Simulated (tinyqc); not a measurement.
Geometry optimisation on the UHF/6-311g surface (energies and gradients from PySCF), for H2+, spin multiplicity 2, step by step. Computed by tinyqc, a small Python program that keeps every step (integrals from PySCF). Settings: charge = 1, multiplicity = 2, basis = 6-311g, optimiser = sd, first Hessian = 0.6, largest step = 0.5, iteration cap = 30. Command: `OMP_NUM_THREADS=1 python tinyqc.py 20378 20379 out.jsonl` (the two numbers bound the seeds that draw the settings). One thread of a shared host (Intel(R) Xeon(R) Processor @ 2.60GHz), about 0.3 s of CPU time with the checks.

## Step 1: energy and gradient

positions at the start (bohr):
```
         x       y       z
1H  0.0000  0.0000  0.0000
2H  0.0000  0.0000  1.4891
```

Self-consistent energy and analytic gradient at these positions.

energy = -0.569528 hartree

gradient (hartree/bohr):
```
           x         y          z
1H  0.000000  0.000000   0.103400
2H  0.000000  0.000000  -0.103400
```

## Step 1: move

Steepest descent, p = -g / 0.6; steps longer than 0.5 bohr are cut back.

positions after step 1 (bohr):
```
         x       y        z
1H  0.0000  0.0000  -0.1723
2H  0.0000  0.0000   1.6614
```

## Step 2: energy and gradient

As before.

energy = -0.588861 hartree

gradient (hartree/bohr):
```
           x         y          z
1H  0.000000  0.000000   0.020776
2H  0.000000  0.000000  -0.020776
```

## Step 2: move

As before.

positions after step 2 (bohr):
```
         x       y        z
1H  0.0000  0.0000  -0.2070
2H  0.0000  0.0000   1.6961
```

## Convergence

Stop when the largest gradient component is below 3e-5 hartree/bohr.

Course of the optimisation:
```
step  E (hartree)  largest gradient (hartree/bohr)
1       -0.569528                         1.03e-01
2       -0.588861                         2.08e-02
3       -0.589957                         1.11e-02
4       -0.590285                         6.59e-03
5       -0.590402                         4.08e-03
6       -0.590447                         2.59e-03
7       -0.590466                         1.67e-03
8       -0.590473                         1.09e-03
9       -0.590477                         7.12e-04
10      -0.590478                         4.68e-04
11      -0.590479                         3.08e-04
12      -0.590479                         2.03e-04
13      -0.590479                         1.34e-04
14      -0.590479                         8.88e-05
15      -0.590479                         5.87e-05
16      -0.590479                         3.88e-05
17      -0.590479                         2.57e-05
```

Final distances (angstrom):
```
pair   distance
2H-1H    1.0585
```

Converged in 17 steps.
